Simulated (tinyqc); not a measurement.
Inside a calculation. Model: q-state Potts model on a small periodic square lattice: enumeration, Metropolis, heat-bath and Wolff steps. Computed by tinyqc, a small Python program that keeps every step. Command: `OMP_NUM_THREADS=1 python tinyqc.py 3111053 3111054 out.jsonl potts walk`. One thread of a shared host (Intel(R) Xeon(R) Processor @ 2.30GHz), about 0.1 s of CPU time with the checks. Intermediate numbers are printed to about 7 digits and carried at full precision; extremes and crossings named in words are read from the listed rows.

E = -J x (number of nearest-neighbour bonds with equal states); n x n sites with periodic edges have 2 n^2 bonds. Order parameter m = (q f - 1)/(q - 1), f being the largest share of one state. Sites are numbered row by row from 0. Here q = 2 and n = 4.

Inputs (values chosen for the exercise, for a model of domains or grain orientations): number of states q = 2; edge n = 4; coupling J = 41 meV; temperature T = 530 K; seed = 357399.

Update: Metropolis.

Constants: k_B = 8.617333262e-05 eV/K.

## Scales

K = J/(k_B T); the infinite square lattice orders at K_c = ln(1 + sqrt(q)); Wolff bond probability p = 1 - exp(-K).

K = 0.8977080

K_c = 0.8813736

T_c of the infinite lattice = 539.8224 K

p = 0.5924974

## Density of states

All q^(n^2) states are counted by their number b of equal bonds; weights g(b) exp(K b), K = J/(k_B T). Per site: u = -J <b>/n^2, c/k_B = K^2 (<b^2> - <b>^2)/n^2.

States by number of equal bonds:
```
b    g(b)   probability
0       2  1.707126e-13
4      32  9.905218e-11
6      64  1.192980e-09
8     424  4.759468e-08
10   1728  1.168088e-06
12   6688  2.722497e-05
14  13568  3.326030e-04
16  20524  3.029784e-03
18  13568  1.206160e-02
20   6688  3.580341e-02
22   1728  5.570718e-02
24    424  8.231378e-02
26     64  7.482142e-02
28     32  2.252865e-01
32      2  5.106152e-01
```

The most probable level has b = 32 of 32 bonds.

## Exact averages

ln Z = ln sum g(b) exp(K b); entropy per site s/k_B = (ln Z - K <b>)/n^2.

<b> = 28.78081

energy u = -73.75081 meV/site

heat capacity c = 0.7650002 k_B/site

entropy s = 0.2659489 k_B/site

## Order parameter

The same sums with m: <m> and the Binder ratio U = 1 - <m^4>/(3 <m^2>^2).

<m> = 0.8569599

Binder ratio U = 0.6224363

## Eight single-site steps

start states:
$$\begin{pmatrix}
0 & 0 & 0 & 0 \\
0 & 0 & 1 & 1 \\
0 & 0 & 0 & 0 \\
0 & 1 & 0 & 0
\end{pmatrix}$$

random numbers, one row a step:
$$\begin{pmatrix}
0.6850 & 0.4167 & 0.5402 \\
0.3589 & 0.9070 & 0.8190 \\
0.0931 & 0.9001 & 0.8047 \\
0.4520 & 0.0577 & 0.8963 \\
0.8132 & 0.0911 & 0.1302 \\
0.1215 & 0.6236 & 0.1916 \\
0.9275 & 0.5439 & 0.2024 \\
0.3617 & 0.7078 & 0.9743
\end{pmatrix}$$

Site = floor(r1 n^2). Trial state = (old + 1 + floor(r2 (q - 1))) mod q; it is accepted if r3 < min(1, exp(K db)), db the change in equal bonds.

Steps:
```
site  old  trial  db  acceptance  new
10      0      1  -2    0.166058    0
5       0      1  -2    0.166058    0
1       0      1  -2    0.166058    0
7       1      0   2    1.000000    0
13      1      0   4    1.000000    0
1       0      1  -4    0.027575    0
14      0      1  -4    0.027575    0
5       0      1  -2    0.166058    0
```

states afterwards:
$$\begin{pmatrix}
0 & 0 & 0 & 0 \\
0 & 0 & 1 & 0 \\
0 & 0 & 0 & 0 \\
0 & 0 & 0 & 0
\end{pmatrix}$$

## A longer run and its error bar

After 400 updates are discarded, b is recorded for 4000 sweeps of n^2 steps of the update named (random numbers not printed, so these rows are one sample). Records are averaged in blocks; the error is the scatter of block means over sqrt(number of blocks), and the last column its square over that for single records.

Blocking:
```
block length  mean b      error  variance ratio
1             28.658  0.0626118        1.000000
4             28.658  0.1005243        2.577685
16            28.658  0.1261996        4.062596
40            28.658  0.1309883        4.376758
100           28.658  0.1195800        3.647580
```

The run gives 28.658 +/- 0.131 (blocks of 40) against the exact 28.781, a difference of 0.9 error bars. Single records understate the error by a factor of about 2.1, because successive records are correlated.

## Across the transition

m and U = 1 - <m^4>/(3 <m^2>^2) from the same sums; K = K_c T_c/T.

Exact values for this lattice:
```
T/T_c  share of equal bonds  c (k_B/site)        <m>          U
0.50              0.9980955     0.0497333  0.9980246  0.6663456
0.70              0.9826133     0.2577169  0.9799915  0.6625222
0.85              0.9490688     0.5428329  0.9341159  0.6496695
0.95              0.9128506     0.7241704  0.8786271  0.6307078
1.00              0.8914059     0.7832668  0.8438604  0.6171993
1.10              0.8455708     0.8129949  0.7660905  0.5822119
1.25              0.7806982     0.6894978  0.6500476  0.5152723
1.50              0.7035052     0.4120260  0.5062381  0.3985171
2.00              0.6299867     0.1599519  0.3704504  0.2437403
3.00              0.5783554     0.0526718  0.2860150  0.1348403
```

c is largest, 0.81 k_B, at T/T_c = 1.1: on so small a lattice the transition is a broad bump. At T_c the infinite lattice has a share (1 + 1/sqrt(q))/2 = 0.854 of equal bonds, against 0.891 here. <m> stays at 0.29 at 3 T_c, since the largest share among 16 sites always exceeds 1/q on average.

Checks made by the program: number of states (relative difference below 1e-10).
